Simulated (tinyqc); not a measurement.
# Capacitances against the distance to each plane

Endless row of lines of width wl, height tl and space sl between grounded planes at distance hd; e2 fills the gaps beside the lines, e1 the rest. Laplace's equation is solved on meshes of 3, 6 and 12 steps per unit u and extrapolated (Aitken), which is good to about 0.2 %. C_even (all lines at 1 V) is the capacitance Cg to the planes; C_odd (neighbours in antiphase) = Cg + 4 Cc if only nearest neighbours couple, which defines Cc; total with quiet neighbours Cg + 2 Cc. Plate values 2 eps0 e1 wl/hd and eps0 e2 tl/sl.

Values chosen for this exercise: relative permittivity above and below the lines e1 = 4.2; relative permittivity between the lines e2 = 7; line width, in units u wl = 6 u; line height tl = 10 u; space between lines sl = 8 u.

Constants: eps0 = 8.8541878128e-12 F/m. Results are converted to the units shown.

The same in every row: plate Cc (aF/um) = 77.5.

Result of one run:
```
Cg (aF/um),Cc (aF/um),Cg + 2 Cc (aF/um),C_odd (aF/um),plate Cg (aF/um),"share of coupling, 2 Cc/(Cg + 2 Cc) (%)"
159,78.6,316,473,74.4,49.8
```

Which distance to each plane hd gave this result: 3, 4, 6 or 8 u?

hd = 6 u.

The whole series:
```
hd (u),Cg (aF/um),Cc (aF/um),Cg + 2 Cc (aF/um),C_odd (aF/um),plate Cg (aF/um),"share of coupling, 2 Cc/(Cg + 2 Cc) (%)"
2,414,55.4,525,636,223,21.1
3,294,63.5,421,548,149,30.2
4,229,69.7,368,507,112,37.9
5,187,74.6,336,486,89.3,44.3
6,159,78.6,316,473,74.4,49.8
8,122,84.9,291,461,55.8,58.3
10,98.6,89.5,278,457,44.6,64.5
```

As hd goes from 2 to 10, Cg falls from 414 to 98.6 aF/um, Cc rises from 55.4 to 89.5 aF/um and the share of coupling rises from 21.1 to 64.5 %. Cg is 1.86 times its plate value in the first row and 2.21 times in the last; for Cc the ratios are 0.715 and 1.15. Neighbours in antiphase raise the load by a factor of 1.21 and 1.64 over quiet ones.

tinyqc, about 1 s, one thread, Intel Xeon 2.30GHz (shared host): `OMP_NUM_THREADS=1 python tinyqc.py 2790125 2790126 out.jsonl`
